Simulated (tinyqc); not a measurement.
Worked calculation: WKB tunnelling through a gate dielectric with a two-band (Franz) dispersion. Values are carried at full precision from step to step, so a last printed digit may differ when a step is redone from the rounded ones.

Constants: hbar^2/2m0 = 3.80998211 eV angstrom^2.

Parameters, chosen for this exercise (of the size used for Al2O3 on silicon; not measured data): phi = 1.98 eV (barrier above the electron energy at the emitter); t = 22 angstrom (thickness); V = 0.5 V (voltage across the layer); Eg = 6.84 eV (gap of the dielectric); m = 0.26 m0 (mass at the conduction edge).

## Shape of the barrier

Field V/t (1 V/angstrom = 100 MV/cm), the end of the forbidden region x_e = min(t, phi t/V), and u there.

field = 2.27 MV/cm
x_e = 22.00 angstrom
u(x_e) = 1.480 eV

V < phi: a trapezoid, direct tunnelling through the whole layer.

## Decay constant through the layer

At depth x the conduction edge lies u(x) = phi - V x/t above the electron. Parabolic: kappa = sqrt(m u/c). Franz: kappa = sqrt(m u (1 - u/Eg)/c), which vanishes at both band edges. c = hbar^2/2m0. T = exp(-2 integral of kappa dx) over the region u > 0; no image force, no prefactor, zero transverse momentum. The region ends at x_e = min(t, phi t/V); x_e < t is the Fowler-Nordheim regime.

Nine points x = j x_e/8.

kappa (1/angstrom):

| x (angstrom) | u (eV) | parabolic | Franz |
|---|---|---|---|
| 0.000 | 1.9800 | 0.3676 | 0.3098 |
| 2.750 | 1.9175 | 0.3617 | 0.3069 |
| 5.500 | 1.8550 | 0.3558 | 0.3037 |
| 8.250 | 1.7925 | 0.3497 | 0.3004 |
| 11.000 | 1.7300 | 0.3436 | 0.2970 |
| 13.750 | 1.6675 | 0.3373 | 0.2933 |
| 16.500 | 1.6050 | 0.3310 | 0.2895 |
| 19.250 | 1.5425 | 0.3244 | 0.2855 |
| 22.000 | 1.4800 | 0.3178 | 0.2813 |

At the emitter the Franz value is 15.7 % below the parabolic one, the factor sqrt(1 - phi/Eg).

## The integrals by Simpson's rule

Weights 1, 4, 2, 4, 2, 4, 2, 4, 1 times a third of the spacing.

integral of kappa dx: parabolic 7.553, Franz 6.523

## The integrals in closed form

Parabolic: (2/3) sqrt(m/c) (t/V) (phi^(3/2) - u_e^(3/2)). Franz: sqrt(m/c) Eg^(3/2) (t/V) (f(phi/Eg) - f(u_e/Eg)) with f(y) = ((2y - 1) sqrt(y (1 - y)) + arcsin(sqrt y))/4. u_e = max(phi - V, 0). T = exp(-2 I).

integral of kappa dx: parabolic 7.5525, Franz 6.5234

T: parabolic 2.75e-07, Franz 2.16e-06

The two-band dispersion raises T by a factor 7.83.

## Checks

- Franz integral in closed form against adaptive quadrature: both 6.52340.

tinyqc: `OMP_NUM_THREADS=1 python tinyqc.py 1451990 1451991 out.jsonl`; about 0.01 s, one thread, shared Intel(R) Xeon(R) Processor @ 2.30GHz.
